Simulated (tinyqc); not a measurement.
Off-state leakage of single and stacked transistors: two steps of the calculation.

n-channel devices of unit width. Subthreshold current I(Vg, Vs, Vd) = I0 (T/300 K)^0.5 exp[(Vg - Vs - VT(T) - gb (Vs - Vb) + dd (Vd - Vs))/(nf Vt)] (1 - exp(-(Vd - Vs)/Vt)), VT(T) = VT - cT (T - 300 K). Gate-edge tunnelling Ig (Vd/1 V) exp(ag (Vd - 1 V)), for a gate at 0 V, and band-to-band leakage Ab u exp(-Bb/u), u = Vd - Vb + 1 V, flow at a drain held at V; both are taken as independent of T. In a stack of off transistors (all gates at 0 V) the same subthreshold current passes through each.

Parameters, values chosen for the exercise; values of the order met in bulk silicon logic transistors: temperature T = 358 K; supply voltage V = 0.8 V; threshold at 300 K, zero drain and body bias VT = 0.46 V; fall of the threshold with temperature cT = 0.6 mV/K; current at threshold at 300 K I0 = 0.88 uA/um; slope factor nf = 1.32; drain-induced lowering per volt dd = 0.17; rise of the threshold per volt of source-body bias gb = 0.09; gate-edge tunnelling current at 1 V Ig = 0.0004 uA/um; exponential slope of the gate current ag = 5.5 1/V; prefactor of band-to-band leakage at the drain Ab = 30 uA/(um V); its exponential voltage Bb = 20 V; body voltage Vb = 0 V.

Constants: q = 1.602176634e-19 C, kB = 1.380649e-23 J/K, Vt = kB T/q. Results are converted to the units shown.

Problem 1. Leakage of one transistor. Vg = Vs = 0, Vd = V; effective threshold VT(T) - gb Vb - dd V.

Wanted: effective threshold; parts; total; shares.

Solution 1.

effective threshold = 0.2892 V
parts (nA/um): subthreshold 0.7918, gate edge 0.1065, band-to-band 0.8070
total = 1.705 nA/um
shares (%): subthreshold 46.43, gate edge 6.246, band-to-band 47.33

The band-to-band part is the largest.

Problem 2. New Vx. Stack of two, Vx the node between them: I_low = I(0, 0, Vx), I_up = I(0, Vx, V), f = ln(I_up/I_low), f' = -(1 + gb + 2 dd)/(nf Vt) - 1/(Vt (exp(Vx/Vt) - 1)) - 1/(Vt (exp((V - Vx)/Vt) - 1)), Vx(new) = Vx - f/f'.

Vx after iteration 1 = 0.096383935 V

Wanted: I_low; I_up; f; f'; Vx after iteration 2.

Solution 2.

I_low = 0.04012 nA/um
I_up = 0.04012 nA/um
f = 5.002e-5
f' = -36.61 1/V
Vx after iteration 2 = 0.09639 V

Numbers from tinyqc (`OMP_NUM_THREADS=1 python tinyqc.py 2242254 2242255 out.jsonl`; about 0.03 s on one thread of a shared Intel Xeon 2.30GHz).
